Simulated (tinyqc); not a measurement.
Undoped symmetric double-gate MOSFET, analytic potential model: one step of the calculation.

An undoped body of thickness ts between two equal insulators and tied gates; long channel, electrons only, n = ni exp((psi - V)/Vt) with V the quasi-Fermi potential (0 at the source, Vd at the drain), constant mobility, no quantisation. Across the body psi(x) = V - 2 Vt ln[(ts/(2 beta)) sqrt(q ni/(2 eps0 eps_r Vt)) cos(2 beta x/ts)], x from the centre. Q is the electron charge per area of the whole body.

Question. Constants of the body. ni = sqrt(Nc Nv) exp(-Eg/(2 Vt)), Eg in volts; r = eps_r tox/(eox ts); V0 = dphi + 2 Vt ln[(2/ts) sqrt(2 eps0 eps_r Vt/(q ni))].

Inputs (values chosen for the exercise); material values those of a made-up semiconductor: temperature T = 300 K; band gap Eg = 0.966 eV; relative permittivity of the semiconductor eps_r = 13.9; conduction-band density of states at T Nc = 2.35e19 cm^-3; valence-band density of states at T Nv = 3.44e19 cm^-3; relative permittivity of the gate insulator eox = 9.04; insulator thickness tox = 4.4 nm; body thickness ts = 8 nm; gate work function less that of the intrinsic body dphi = -0.18 V.

Constants: q = 1.602176634e-19 C, kB = 1.380649e-23 J/K, Vt = kB T/q, eps0 = 8.8541878128e-14 F/cm where lengths are in cm. Results are converted to the units shown.

Find: ni; r; V0.

Answer.

ni = 2.187e11 cm^-3
r = 0.8457
V0 = 0.2400 V

tinyqc, about 0.01 s, one thread, Intel Xeon 2.30GHz (shared host): `OMP_NUM_THREADS=1 python tinyqc.py 2440033 2440034 out.jsonl`
